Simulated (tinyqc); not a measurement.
Interface traps by the conductance method, a continuum of levels: two steps of the calculation.

MOS capacitor on an n-type substrate; psi is the band bending, negative in depletion; only majority carriers are counted. The traps exchange electrons with the conduction band; their admittance lies in parallel with Cd, and that pair in series with Cox and Rs. w = 2 pi f.

Values chosen for this exercise; band and dielectric values close to those of silicon:
```
symbol,value,unit,meaning
T,300,K,temperature
eps_r,11.7,,relative permittivity
Nd,8.2e15,cm^-3,donor density
EOT,7.7,nm,equivalent oxide thickness
ps,-0.2,V,band bending psi
sn,2.1e-17,cm^2,capture cross-section for electrons
vth,2.2e7,cm/s,thermal velocity
Dit,2.2e11,cm^-2 eV^-1,interface trap density
```

Constants: q = 1.602176634e-19 C, kB = 1.380649e-23 J/K, Vt = kB T/q, eps0 = 8.8541878128e-14 F/cm where lengths are in cm. Results are converted to the units shown.

Problem 1. Capacitances and time constant. Cox = 3.9 eps0/EOT, LD = sqrt(eps0 eps_r Vt/(q Nd)), u = psi/Vt, Cd = (eps0 eps_r/(sqrt(2) LD)) |exp(u) - 1|/sqrt(exp(u) - u - 1); ns = Nd exp(u); tau = 1/(sn vth ns), Cit = q Dit (Dit per eV).

Give: Cox; Cd; ns; tau; Cit.

Solution 1.

Cox = 448.5 nF/cm^2
Cd = 62.48 nF/cm^2
ns = 3.581e12 cm^-3
tau = 6.045e-4 s
Cit = 35.25 nF/cm^2

Problem 2. Extraction from the readings. Ignoring Rs: Gp/w = w Cox^2 Gm/[Gm^2 + w^2 (Cox - Cm)^2].

Cox = 448.45886 nF/cm^2
Cm = 60.296506 nF/cm^2
Gm/w = 7.2692864 nF/cm^2

Give: extracted Gp/w.

Solution 2.

extracted Gp/w = 9.6997 nF/cm^2

Numbers from tinyqc (`OMP_NUM_THREADS=1 python tinyqc.py 2030037 2030038 out.jsonl`; about 0.01 s on one thread of a shared Intel Xeon 2.30GHz).
